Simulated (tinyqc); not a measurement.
Five forms on the same table: equation-of-state fits to an energy-volume table made by a known binding curve. Computed by tinyqc, a small Python program. Command: `OMP_NUM_THREADS=1 python tinyqc.py 3028812 3028813 out.jsonl eosfit walk`. One thread of a shared host (Intel(R) Xeon(R) Processor @ 2.30GHz), about 0.02 s of CPU time with the checks.

With x = (V/V_0)^(1/3), the energy per atom is E = D [m x^-n - n x^-m]/(n - m), so that B0 = D n m/(9 V_0) and B' = (n + m + 6)/3. B' = dB/dP at P = 0.

Inputs (values chosen for the exercise, for a model crystal):

| quantity | value | unit |
|---|---|---|
| cohesive energy D | 1.55 | eV/atom |
| true volume V_0 | 25.1 | angstrom^3/atom |
| repulsive exponent n | 12 | - |
| attractive exponent m | 3 | - |
| half-width of the volume window w | 0.08 | - |
| shift of the window centre s | 0.02 | - |
| points N | 7 | - |
| compression V/V_0 for the pressure test | 0.9 | - |

Binding curve: Mie. Noise: none.

Constants: 1 eV/angstrom^3 = 160.2176634 GPa.

Method:
- B0 and B' from the formulas above; P = -dE/dV at V = c V_0 (c the compression chosen), from the curve itself.
- Table: V_j = V_0 [1 + s + w (2 j/(N - 1) - 1)], j = 0..N-1, rounded to 0.001; E_j from the curve, rounded to 1e-7 eV.
- Murnaghan: E = E0 + (B0 V/B') [(V0/V)^B'/(B' - 1) + 1] - B0 V0/(B' - 1), P = (B0/B') [(V0/V)^B' - 1].
- Birch-Murnaghan: E = E0 + (9 V0 B0/16) [y^3 B' + y^2 (2 - 4 y)], y = (V0/V)^(2/3) - 1; P = (3 B0/2) (x^7 - x^5) [1 + (3/4)(B' - 4)(x^2 - 1)], x = (V0/V)^(1/3).
- Vinet: E = E0 + (9 B0 V0/h^2) {1 + [h (1 - x) - 1] exp(h (1 - x))}, P = 3 B0 (1 - x) x^-2 exp(h (1 - x)), x = (V/V0)^(1/3), h = (3/2)(B' - 1).
- All are least-squares fits to the energies; for polynomials in V, B0 = V E'' and B' = -1 - V E'''/E'' at the minimum.

exact B0 = 39.5757 GPa

exact B' = 7

exact pressure at c V_0 = 6.05430 GPa

Table:

| V (angstrom^3) | E (eV) |
|---|---|
| 23.594 | -1.5368238 |
| 24.263 | -1.5462253 |
| 24.933 | -1.5498603 |
| 25.602 | -1.5488237 |
| 26.271 | -1.5440218 |
| 26.941 | -1.5361724 |
| 27.610 | -1.5258976 |

Fitted values:

| form | V0 (angstrom^3) | B0 (GPa) | B' | P at c V_0 (GPa) |
|---|---|---|---|---|
| exact | 25.100 | 39.576 | 7.0000 | 6.0543 |
| parabola in V | 25.241 | 35.102 | -1.0000 | - |
| cubic in V | 25.113 | 40.356 | 5.9113 | - |
| Murnaghan | 25.098 | 39.404 | 7.1546 | 6.1901 |
| Birch-Murnaghan | 25.101 | 39.665 | 6.9093 | 5.9833 |
| Vinet | 25.101 | 39.660 | 6.9216 | 5.9878 |

What follows from these numbers?

In B0 the Vinet form comes closest (+0.21 %) and the parabola in V form misses most (-11.30 %). A parabola in V has no third derivative, so its B' is -1 by construction. At c V_0, beyond the window, the pressure errors are Murnaghan +2.2 %, Birch-Murnaghan -1.2 %, Vinet -1.1 %; Murnaghan keeps B linear in P and so runs too stiff under compression.

Extremes, crossings and ranges named in words are read from the listed rows.
